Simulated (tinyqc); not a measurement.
Inside a calculation. Method: Pariser-Parr-Pople SCF with singles CI, for the molecule O=c1cccccc1 (SMILES; centres numbered as the heavy atoms are written). One step of it, computed by the program tinyqc.

Task: Iteration 1: Fock matrix. F_rr = H_rr + P_rr gamma_rr / 2 + sum_(s != r) P_ss gamma_rs; F_rs = H_rs - P_rs gamma_rs / 2; E = tr P (H + F) / 2 + core repulsion sum_(r<s) z_r z_s gamma_rs.

P at the start, lower triangle:
```
           1O         2C         3C         4C         5C        6C        7C        8C
1O   1.292230
2C   0.768020   0.978552
3C  -0.164901   0.441208   0.945087
4C  -0.304133   0.039662   0.769665   0.964106
5C   0.206601  -0.092764   0.058681   0.533425   0.955416
6C   0.206601  -0.092764  -0.329004   0.049990   0.740267  0.955416
7C  -0.304133   0.039662  -0.101454  -0.122162   0.049990  0.533425  0.964106
8C  -0.164901   0.441208   0.246504  -0.101454  -0.329004  0.058681  0.769665  0.945087
```

core matrix H (eV), lower triangle:
```
            1O          2C          3C          4C          5C          6C          7C          8C
1O  -42.895164
2C   -2.250000  -41.657323
3C    0.000000   -2.140000  -40.041506
4C    0.000000    0.000000   -2.140000  -38.874203
5C    0.000000    0.000000    0.000000   -2.140000  -38.450223
6C    0.000000    0.000000    0.000000    0.000000   -2.140000  -38.450223
7C    0.000000    0.000000    0.000000    0.000000    0.000000   -2.140000  -38.874203
8C    0.000000   -2.140000    0.000000    0.000000    0.000000    0.000000   -2.140000  -40.041506
```

repulsion gamma_rs (eV), lower triangle:
```
           1O         2C         3C         4C         5C         6C         7C         8C
1O  15.200000
2C   5.774219  11.130000
3C   4.155865   5.345691  11.130000
4C   2.990247   3.772432   5.345136  11.130000
5C   2.564361   3.243428   3.773541   5.346273  11.130000
6C   2.564361   3.243428   3.243926   3.773156   5.345539  11.130000
7C   2.990247   3.772432   3.243627   3.243332   3.773156   5.346273  11.130000
8C   4.155865   5.345691   3.773721   3.243627   3.243926   3.773541   5.345136  11.130000
```

Centres (angstrom, eV; a flat drawing with bonds scaled to 1.40 angstrom):

| centre | x | y | core charge z | W | gamma_rr |
|---|---|---|---|---|---|
| 1O | 2.637000 | 0.000000 | 1 | 17.700000 | 15.200000 |
| 2C | 1.237000 | 0.000000 | 1 | 11.160000 | 11.130000 |
| 3C | 0.629000 | 1.261000 | 1 | 11.160000 | 11.130000 |
| 4C | -0.736000 | 1.573000 | 1 | 11.160000 | 11.130000 |
| 5C | -1.830000 | 0.700000 | 1 | 11.160000 | 11.130000 |
| 6C | -1.830000 | -0.700000 | 1 | 11.160000 | 11.130000 |
| 7C | -0.736000 | -1.573000 | 1 | 11.160000 | 11.130000 |
| 8C | 0.629000 | -1.261000 | 1 | 11.160000 | 11.130000 |

Give: F; pi energy.

Result:

F (eV), lower triangle:
```
         1O       2C       3C       4C       5C       6C       7C       8C
1O  -8.9026
2C  -4.4674  -5.1741
3C   0.3427  -3.3193  -5.6292
4C   0.4547  -0.0748  -4.1970  -5.9965
5C  -0.2649   0.1504  -0.1107  -3.5659  -6.1143
6C  -0.2649   0.1504   0.5336  -0.0943  -4.1186  -6.1143
7C   0.4547  -0.0748   0.1645   0.1981  -0.0943  -3.5659  -5.9965
8C   0.3427  -3.3193  -0.4651   0.1645   0.5336  -0.1107  -4.1970  -5.6292
```

pi energy = -105.1793 eV
